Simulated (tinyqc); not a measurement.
p-n diode, drift-diffusion by the Gummel loop with Scharfetter-Gummel fluxes: one step of the calculation.

Abrupt junction at x = 0, p side from -Lp, n side to Ln, ohmic contacts. psi is counted from the intrinsic level; n = ni exp((psi - phin)/Vt), p = ni exp((phip - psi)/Vt). Contacts: p side psi = V - Vt ln(Na/ni), p = Na, n = ni^2/Na; n side psi = Vt ln(Nd/ni), n = Nd, p = ni^2/Nd. Constant mobilities, D = mu Vt, Boltzmann statistics, SRH recombination through a mid-gap level, U = (n p - ni^2)/(tp (n + ni) + tn (p + ni)). Current is positive from the p contact to the n contact.

Question. Poisson equation. With phin and phip held, solve a_i (psi_(i+1) - psi_i) - a_(i-1) (psi_i - psi_(i-1)) + q w_i (p_i - n_i + C_i) = 0 for the inner nodes by Newton steps to convergence; a_i = eps0 eps_r/h_i, h_i = x_(i+1) - x_i, w_i = (h_(i-1) + h_i)/2, C = -Na or +Nd.

Inputs (values chosen for the exercise); band and dielectric values those of a made-up semiconductor: temperature T = 300 K; relative permittivity eps_r = 10.5; acceptor density of the p side Na = 4.7e17 cm^-3; donor density of the n side Nd = 1.3e16 cm^-3; bias of the p contact V = 0.57 V.

Constants: q = 1.602176634e-19 C, kB = 1.380649e-23 J/K, Vt = kB T/q, eps0 = 8.8541878128e-14 F/cm where lengths are in cm. Results are converted to the units shown.

x, node 0 to 12 (nm): [-2000, -813, -325, -124, -41, -7, 7, 33.3, 82.8, 176, 351, 681, 1300]
ni = 6.0898536e7 cm^-3
phin at the start, node 0 to 12 (V): [0.57, 0, 0, 0, 0, 0, 0, 0, 0, 0, 0, 0, 0]
phip at the start, node 0 to 12 (V): [0.57, 0.57, 0.57, 0.57, 0.57, 0.57, 0.57, 0.57, 0.57, 0.57, 0.57, 0.57, 0]

Wanted: psi; n after Poisson; p after Poisson.

Answer.

psi, node 0 to 12 (V): [-0.01857, -0.01857, -0.01857, -0.01857, -0.01845, -0.01086, 0.06244, 0.16956, 0.32809, 0.47782, 0.49536, 0.49581, 0.49582]
n after Poisson, node 0 to 12 (cm^-3): [0.0078907, 2.9696e7, 2.9696e7, 2.9696e7, 2.9835e7, 4.0013e7, 6.8161e8, 4.2961e10, 1.9784e13, 6.4818e15, 1.2773e16, 1.2998e16, 1.3000e16]
p after Poisson, node 0 to 12 (cm^-3): [4.7000e17, 4.7000e17, 4.7000e17, 4.6999e17, 4.6780e17, 3.4881e17, 2.0477e16, 3.2488e14, 7.0545e11, 2.1532e9, 1.0927e9, 1.0738e9, 0.28528]

Program tinyqc, `OMP_NUM_THREADS=1 python tinyqc.py 2240008 2240009 out.jsonl`; Intel Xeon 2.30GHz, shared host, one thread, about 0.1 s.
